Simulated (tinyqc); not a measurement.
Geometry relaxation of a small cluster: one step, computed by the program tinyqc.

E = sum_(i<j) phi(r_ij), phi(r) = eps [exp(-2 alpha (r - r0)) - 2 exp(-alpha (r - r0))]; the force on i is -sum_j phi'(r_ij) (R_i - R_j)/r_ij.

Problem. Energy and forces at the start. Evaluate E and the forces at the starting positions.

Inputs (values chosen for the exercise, for model atoms): length r0 = 3.18 angstrom; well depth eps = 0.52 eV; stiffness alpha = 1.44 1/angstrom.

Potential: Morse. Method: BFGS.

starting positions (angstrom):
```
,x,y,z
atom 1,0.11,0.02,0.09
atom 2,3.19,0.27,-0.26
atom 3,1.64,2.91,-0.2
atom 4,1.8,0.86,2.64
```

Give: distances; energy at the start; forces.

Solution.

distances (angstrom): 1-2 3.110, 1-3 3.283, 1-4 3.172, 2-3 3.062, 2-4 3.270, 3-4 3.506

energy at the start = -3.006 eV

forces (eV/angstrom):
```
,x,y,z
atom 1,-0.1003,0.1380,-0.0093
atom 2,0.2730,-0.2406,0.1151
atom 3,-0.2333,-0.0782,0.3064
atom 4,0.0606,0.1808,-0.4122
```
